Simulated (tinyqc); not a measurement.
From screening to the Mott criterion: hydrogenic impurity: series, fields, screening, photoionisation and donor-acceptor pairs. Computed by tinyqc, a small Python program. Command: `OMP_NUM_THREADS=1 python tinyqc.py 3019705 3019706 out.jsonl hydrogenic walk`. One thread of a shared host (Intel(R) Xeon(R) Processor @ 2.30GHz), about 0.01 s of CPU time with the checks.

One isotropic, parabolic band. Effective units: Ry* and a*, in which H = -nabla^2 - 2/r.

Inputs (values chosen for the exercise, modelled on silicon): electron mass m = 0.335 m_0; dielectric constant eps = 11.6; donor density N = 2.9e+18 cm^-3.

Parts treated: magnetic field and screening.

Constants: Ry = 13.605693123 eV; a_0 = 0.529177210903 angstrom; h x 1 THz = 4.135667696 meV.

Method:
- Ry* = Ry m/eps^2, a* = a_0 eps/m; level n is bound by Ry*/n^2; <r> = (3/2) a* in 1s; lines 1s -> np at Ry* (1 - 1/n^2); 1 THz = 4.135667696 meV.
- Thomas-Fermi screening by N free electrons of one valley, taken as a degenerate gas (the hypothesis that all donors are ionised): q a* = sqrt(4 k_F a*/pi), k_F = (3 pi^2 N)^(1/3).
- Screened potential -(2/r) exp(-q r). Basis exp(-zeta r), zeta_k = 0.02 x 1.6^k, k = 0..23: S = 2/s^3, T = zeta_i zeta_j S, V = -2/(s + q)^2 with s = zeta_i + zeta_j; overlap eigenvalues below 1e-11 are dropped.
- First order: 1 - 2 q a*. One exponent: the maximum over zeta of 8 zeta^3/(2 zeta + q)^2 - zeta^2 (golden section on 0.01 to 1.2).

a* = 18.3237 angstrom

Binding (Ry*):

| N^(1/3) a* | N (cm^-3) | q a* | first order | one exponent | basis |
|---|---|---|---|---|---|
| 0.0052 | 2.2854e+13 | 0.1431 | 0.7138 | 0.74197 | 0.74201 |
| 0.0160 | 6.6576e+14 | 0.2510 | 0.4979 | 0.58005 | 0.58040 |
| 0.0390 | 9.6416e+15 | 0.3919 | 0.2161 | 0.40411 | 0.40561 |
| 0.0780 | 7.7133e+16 | 0.5543 | -0.1086 | 0.24428 | 0.24868 |
| 0.1300 | 3.5710e+17 | 0.7156 | -0.4312 | 0.12507 | 0.13429 |
| 0.2000 | 1.3003e+18 | 0.8876 | -0.7752 | 0.03683 | 0.05299 |
| 0.2600 | 2.8568e+18 | 1.0120 | -1.0240 | 0.00000 | 0.01803 |

What follows from these numbers?

The binding falls from 0.742 to 0.018 Ry*. First order, a constant shift of the potential, overshoots and turns negative from q a* = 0.5. One exponent loses the state at q a* = 1 (N^(1/3) a* = 0.254, the classic form of the Mott criterion); the full basis keeps it to 1.19. The dilute rows are formal, since there the electrons are bound or non-degenerate.

Extremes, crossings and ranges named in words are read from the listed rows.
